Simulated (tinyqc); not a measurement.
From results back to parameters: phonon-assisted absorption at an indirect gap. Three cases, with inputs chosen for the exercise.

Problem. One phonon: alpha = A [N (E - Eg + w)^2 + (N + 1)(E - Eg - w)^2], each term only above its threshold, N = 1/(exp(w/kB Tm) - 1). The first two energies lie below the emission threshold and the third above it.

Constants: kB = 8.617333262e-05 eV/K.

Find: slope sqrt(A N); threshold Eg - w; w; Eg; A.

Method. sqrt(alpha) at the first two energies is a line with slope sqrt(A N) and intercept Eg - w. The excess at the third energy is A N exp(w/kB Tm) (E - (Eg - w) - 2w)^2, which has one root w with the emission threshold between the second and third energies.

Case 1.

Values chosen (out of a larger set: loosely those of Si at room temperature; Eg is not tied to T; not measured data): Es = (1.098, 1.168, 1.231) eV (three photon energies); Tm = 400 K.

alpha at the three energies (1/cm): 0.4660160  7.472265  28.31247

Solution.

slope sqrt(A N) = 29.30 1/(cm^(1/2) eV)
threshold Eg - w = 1.0747 eV
w = 58.3 meV
Eg = 1.133 eV
A = 3.8e+03 1/(cm eV^2)

Case 2.

Values chosen (out of a larger set: loosely those of SiGe at room temperature; Eg is not tied to T; not measured data): Es = (0.923, 0.983, 1.043) eV (three photon energies); Tm = 300 K.

alpha at the three energies (1/cm): 0.1861372  3.046614  14.68679

Solution.

slope sqrt(A N) = 21.90 1/(cm^(1/2) eV)
threshold Eg - w = 0.9033 eV
w = 49.7 meV
Eg = 0.953 eV
A = 2.8e+03 1/(cm eV^2)

Case 3.

Values chosen (out of a larger set: loosely those of AlAs at room temperature; Eg is not tied to T; not measured data): Es = (2.084, 2.138, 2.196) eV (three photon energies); Tm = 300 K.

alpha at the three energies (1/cm): 0.2968520  4.596015  22.87062

Solution.

slope sqrt(A N) = 29.61 1/(cm^(1/2) eV)
threshold Eg - w = 2.0656 eV
w = 45.4 meV
Eg = 2.111 eV
A = 4.2e+03 1/(cm eV^2)

Computed by tinyqc, one run a case: `OMP_NUM_THREADS=1 python tinyqc.py N N+1 out.jsonl` with N = 1651677, 1651702, 1651724; one thread of a shared Intel(R) Xeon(R) Processor @ 2.30GHz, about 0.01 s a run at most.
